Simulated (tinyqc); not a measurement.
Spreading the carriers over a thicker layer: defect, radiative and Auger recombination at equal electron and hole densities (ABC model).

J/(e d) = Ae n + B n^2 + C n^3 with Ae = A + 4 S/w (four side walls, carriers spread evenly), e = 1.602176634e-19 C, lengths in cm; internal efficiency IQE = B n^2/(Ae n + B n^2 + C n^3); all injected carriers recombine in the layer.

Inputs chosen for the exercise (orders of magnitude like those quoted for GaN; not measured data):
- A = 20000000 1/s (defect rate)
- B = 2.5e-12 cm^3/s (radiative coefficient)
- C = 4.5e-31 cm^6/s (Auger coefficient)
- S = 6300 cm/s (recombination velocity of the side walls)
- w = 8.3 micrometre (side of the square mesa)
- d = 2.8 nm (active thickness)
- J = 37 A/cm^2 (current density)

d is multiplied by the factor listed, at the same J.

Results:

| factor | n (1/cm^3) | defect | radiative | Auger |
|---|---|---|---|---|
| 0.10 | 2.33e+19 | 0.142 | 0.165 | 0.693 |
| 0.50 | 1.17e+19 | 0.357 | 0.207 | 0.436 |
| 1.0 | 8.18e+18 | 0.499 | 0.203 | 0.298 |
| 2.0 | 5.37e+18 | 0.656 | 0.175 | 0.169 |
| 5.0 | 2.73e+18 | 0.832 | 0.113 | 0.0552 |
| 10 | 1.50e+18 | 0.914 | 0.0679 | 0.0183 |
| 20 | 7.84e+17 | 0.957 | 0.0373 | 0.00526 |

Give the missing row, factor = 0.20.

Computed row:
```
factor  n (1/cm^3)  defect  radiative  Auger
0.20      1.76e+19   0.215      0.188  0.597
```

The best factor listed is 0.5 (IQE 0.2071); the optimum factor equals J/J_peak = 0.613, a layer of 1.72 nm, since only J/d matters and the peak value 0.208 does not depend on d. A thicker layer trades Auger loss (0.693 to 0.00526) for defect loss (0.142 to 0.957).

(tinyqc, `OMP_NUM_THREADS=1 python tinyqc.py 1651801 1651802 out.jsonl`, Intel(R) Xeon(R) Processor @ 2.30GHz, 1 thread, shared host, about 0.01 s.)
